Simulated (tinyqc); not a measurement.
What moves the efficiency: defect, radiative and Auger recombination at equal electron and hole densities (ABC model).

J/(e d) = Ae n + B n^2 + C n^3 with Ae = A + 4 S/w (four side walls, carriers spread evenly), e = 1.602176634e-19 C, lengths in cm; internal efficiency IQE = B n^2/(Ae n + B n^2 + C n^3); all injected carriers recombine in the layer.

Parameters, chosen for this exercise (orders of magnitude like those quoted for GaN; shifted at random, so the results belong to these values and not to a real crystal): A = 3000000 1/s (defect rate); B = 2.4e-12 cm^3/s (radiative coefficient); C = 5.2e-31 cm^6/s (Auger coefficient); S = 6300 cm/s (recombination velocity of the side walls); w = 30 micrometre (side of the square mesa); d = 3.5 nm (active thickness); J = 170 A/cm^2 (current density).

IQE_max = Q/(Q + 2) with Q = B/sqrt(Ae C), reached at n = sqrt(Ae/C).

One parameter was then changed.

Results before and after:
```
case     n (1/cm^3)     IQE  IQE_max  J at the peak (A/cm^2)
base      1.621e+19  0.2081   0.3301                    8.94
changed   1.594e+19  0.2012   0.2722                    18.8
```

Which of these changes was made? (a) B = 3.6e-12 cm^3/s; (b) w = 15 micrometre; (c) C = 1.04e-30 cm^6/s; (d) A = 6000000 1/s; (e) J = 510 A/cm^2; (f) d = 7 nm.

Answer: (b) w = 15 micrometre. Of the candidates, run in turn, only this one gives the changed row.

All candidates:
```
case                 n (1/cm^3)     IQE  IQE_max  J at the peak (A/cm^2)
base                  1.621e+19  0.2081   0.3301                    8.94
A = 6000000 1/s       1.612e+19  0.2056   0.3048                    12.2
B = 3.6e-12 cm^3/s    1.561e+19  0.2892   0.4251                    10.4
C = 1.04e-30 cm^6/s   1.331e+19  0.1403   0.2584                    5.71
d = 7 nm              1.244e+19  0.2452   0.3301                    17.9
J = 510 A/cm^2        2.424e+19  0.1551   0.3301                    8.94
w = 15 micrometre     1.594e+19  0.2012   0.2722                    18.8
```

Computed by tinyqc, a small Python program: `OMP_NUM_THREADS=1 python tinyqc.py 1650289 1650290 out.jsonl` (the numbers bound the seed that draws the inputs); one thread of a shared host (Intel(R) Xeon(R) Processor @ 2.30GHz), about 0.01 s for the whole set of steps.
